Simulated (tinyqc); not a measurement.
Inside a calculation. Model: pressure-driven transition between two phases with analytic equations of state. Computed by tinyqc, a small Python program that keeps every step. Command: `OMP_NUM_THREADS=1 python tinyqc.py 3020934 3020935 out.jsonl transition walk`. One thread of a shared host (Intel(R) Xeon(R) Processor @ 2.30GHz), about 0.03 s of CPU time with the checks. Intermediate numbers are printed to about 5 digits and carried at full precision; extremes and crossings named in words are read from the listed rows.

Each phase obeys E = E0 + (9 V0 B0/16) [y^3 B' + y^2 (2 - 4 y)], y = (V0/V)^(2/3) - 1; P = (3 B0/2) (x^7 - x^5) [1 + (3/4)(B' - 4)(x^2 - 1)], x = (V0/V)^(1/3); E0 = 0 for phase 1 and Delta E0 for phase 2. H = E + P V.

Inputs (values chosen for the exercise, for two model phases):

| quantity | value | unit |
|---|---|---|
| volume V0 of phase 1 | 19.4 | angstrom^3/atom |
| B0 of phase 1 | 45.7 | GPa |
| B' of phase 1 | 3.67 | - |
| volume V0 of phase 2 | 15.3 | angstrom^3/atom |
| B0 of phase 2 | 44.7 | GPa |
| B' of phase 2 | 4.42 | - |
| energy of phase 2 above phase 1, Delta E0 | 0.12 | eV/atom |
| entropy of phase 2 less phase 1, Delta S | -0.25 | k_B/atom |
| temperature T | 600 | K |

Equation of state: Birch-Murnaghan.

Constants: 1 eV/angstrom^3 = 160.2176634 GPa; k_B = 8.617333262e-05 eV/K.

## First estimate from rigid phases

If neither phase were compressed, P = Delta E0/(V0 of phase 1 - V0 of phase 2).

rigid estimate = 4.6893 GPa

## One Newton step

At the estimate, solve P(V) = P for each phase, form H, and step P(new) = P - (H_2 - H_1)/(V_2 - V_1), since dH/dP = V.

V_1 = 17.776 angstrom^3

H_1 = 0.54247 eV

V_2 = 14.031 angstrom^3

H_2 = 0.54783 eV

next pressure = 4.9185 GPa

## Transition pressure at zero temperature

Start from P = Delta E0/(V0 of phase 1 - V0 of phase 2); at each P solve P(V) = P for both phases and step P(new) = P - (H_2 - H_1)/(V_2 - V_1); stop when |H_2 - H_1| < 1e-10 eV. At the zero-temperature transition the volume change is V_2/V_1 - 1 and the work is P (V_1 - V_2).

Iterations:

| step | P (GPa) | V_1 (angstrom^3) | V_2 (angstrom^3) | H_2 - H_1 (meV) |
|---|---|---|---|---|
| 0 | 4.6893 | 17.776 | 14.031 | 5.3578e+00 |
| 1 | 4.9185 | 17.711 | 13.982 | 1.1199e-02 |
| 2 | 4.9190 | 17.711 | 13.981 | 4.9000e-08 |

transition pressure = 4.9190 GPa

V_1 at the transition = 17.711 angstrom^3

V_2 at the transition = 13.981 angstrom^3

volume change = -21.056 %

work P (V_1 - V_2) = 0.11450 eV/atom

The rigid estimate is low by 4.7 %: phase 1 shrinks faster than phase 2, so the volume gain narrows under pressure.

## Enthalpies against pressure

For each P solve P(V) = P in both phases.

Both phases:

| P (GPa) | V_1 (angstrom^3) | V_2 (angstrom^3) | H_2 - H_1 (meV/atom) | stable |
|---|---|---|---|---|
| 0.0 | 19.400 | 15.300 | 120.00 | phase 1 |
| 1.2 | 18.920 | 14.917 | 89.66 | phase 1 |
| 2.5 | 18.455 | 14.553 | 57.59 | phase 1 |
| 3.7 | 18.069 | 14.255 | 28.69 | phase 1 |
| 4.5 | 17.830 | 14.072 | 9.79 | phase 1 |
| 5.3 | 17.605 | 13.901 | -8.84 | phase 2 |
| 6.4 | 17.314 | 13.682 | -34.02 | phase 2 |
| 7.9 | 16.949 | 13.409 | -67.58 | phase 2 |

H_2 - H_1 changes with slope V_2 - V_1, from -4.100 to -3.540 angstrom^3 per atom over the table, and passes zero at 4.92 GPa. An error of 10 meV per atom in Delta E0 moves the transition by about 0.43 GPa.

## Shift with temperature

At T the condition is H_2 - H_1 - T Delta S = 0, with Delta S constant and thermal expansion left out; the Clausius-Clapeyron slope is dP/dT = Delta S/(V_2 - V_1) at the zero-temperature point.

Clapeyron slope = 0.92556 MPa/K

transition pressure at T = 5.4771 GPa

linear estimate at T = 5.4743 GPa

The dense phase has the lower entropy, so heating raises the transition pressure. Caution: a constant Delta S holds only at high temperature; it vanishes as T goes to 0, so the shift counted from T = 0 is somewhat too large.

Checks made by the program: slope of the common tangent, -(E_2 - E_1)/(V_2 - V_1) (relative difference below 1e-10).
